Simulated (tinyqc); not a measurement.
Length of a molecular wire: coherent transport through a tight-binding bridge. Computed by the program tinyqc. T = Gamma_L Gamma_R |G_1n|^2 with the self-energies of semi-infinite chains.

A uniform bridge between two chains:
```
parameter,value
site energy (eV),1.180000
hopping in the bridge (eV),0.470000
lead hopping (eV),2.930000
couplings (eV),"0.57, 0.73"
E (eV),0.140000
```

Transmission against length:
```
sites,T,ln T
2,2.1932e-02,-3.8198
3,8.0775e-03,-4.8187
4,3.1311e-03,-5.7664
5,1.2382e-03,-6.6941
6,4.9355e-04,-7.6139
7,1.9735e-04,-8.5305
8,7.9011e-05,-9.4459
9,3.1649e-05,-10.3608
10,1.2680e-05,-11.2755
```

What does the comparison show, and why?

E lies outside the band of the bridge (|E - e|/2h = 1.106 > 1), so T decays as exp(-beta n) with beta = 2 arccosh(1.106) = 0.9145 a site; the last two rows give 0.9147.
